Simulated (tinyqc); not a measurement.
Double-gate transistor, scale length and short-channel effects: two steps of the calculation.

A body of thickness ts between two insulators of thickness ti and two tied gates. Below threshold the potential that source and drain add obeys Laplace's equation and vanishes on the gate. Its lowest mode decays along the channel as exp(-k y); k is the smallest positive root of the matching condition at the interface, and the scale length is Lambda = pi/k.

Parameters, values chosen for the exercise; permittivities: semiconductor made up, insulator close to that of hafnium oxide: relative permittivity of the semiconductor eps_r = 18; relative permittivity of the insulator ei = 21.9; insulator thickness ti = 10 nm; body thickness ts = 4.4 nm.

Task 1. Scan of the matching condition. f(k) = ei cos(k ti) cos(k ts/2) - eps_r sin(k ti) sin(k ts/2).

k, point 0 to 7 (1/nm): [0.02125, 0.0425, 0.06375, 0.085, 0.10625, 0.1275, 0.14875, 0.17]

Find: f(k).

Result 1.

f(k), point 0 to 7: [21.207, 19.172, 15.928, 11.688, 6.726, 1.368, -4.040, -9.148]

The first change of sign lies between k = 0.1275 and 0.14875 1/nm.

Task 2. Scale length against simple estimates. Lambda = pi/k and l = 1/k. A parabolic potential across the structure gives l(parabolic) = sqrt((eps_r/(2 ei)) ts ti (1 + ei ts/(4 eps_r ti))).

k = 0.13283791 1/nm

Wanted: Lambda; l; l(parabolic).

Result 2.

Lambda = 23.65 nm
l = 7.528 nm
l(parabolic) = 4.528 nm

Numbers from tinyqc (`OMP_NUM_THREADS=1 python tinyqc.py 2420110 2420111 out.jsonl`; about 0.01 s on one thread of a shared Intel Xeon 2.30GHz).
